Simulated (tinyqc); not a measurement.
# Dose and depth of a threshold implant

Inverse problem. A sheet of D acceptors per cm^2 lies at depth xi inside the depleted layer of a body doped Na. In the depletion approximation VT = Vfb + f2 + q D/Cox + gamma sqrt(f2 + Vsb - q D xi/(eps0 eps_r)), gamma = sqrt(2 eps0 eps_r q Na)/Cox, Cox = eps0 eox/tox. Find gamma, D and xi.

Inputs (values chosen for the exercise); band and dielectric values close to those of silicon:
- eps_r = 11.5 (relative permittivity)
- Na = 7.3e17 cm^-3 (acceptor density deep in the body)
- eox = 3.9 (relative permittivity of the gate insulator (close to silicon dioxide))
- tox = 1.4 nm (insulator thickness)
- Vfb = -0.63 V (flat-band voltage)
- f2 = 0.912 V (band bending 2 phiF at threshold)

Constants: q = 1.602176634e-19 C, eps0 = 8.8541878128e-14 F/cm where lengths are in cm. Results are converted to the units shown.

VT against the source at Vsb = 0 and 1.1 V (V): 0.53113722  0.62665135

Answer. With y^2 = f2 - q D xi/(eps0 eps_r) and d the difference of the thresholds over gamma, sqrt(y^2 + Vsb) - y = d gives y = (Vsb - d^2)/(2 d). The first threshold then gives D, and y^2 gives xi.

gamma = 0.1979 V^0.5
D = 1.100e12 cm^-2
xi = 6.100 nm

Numbers from tinyqc (`OMP_NUM_THREADS=1 python tinyqc.py 2080076 2080077 out.jsonl`; about 0.3 s on one thread of a shared Intel Xeon 2.30GHz).
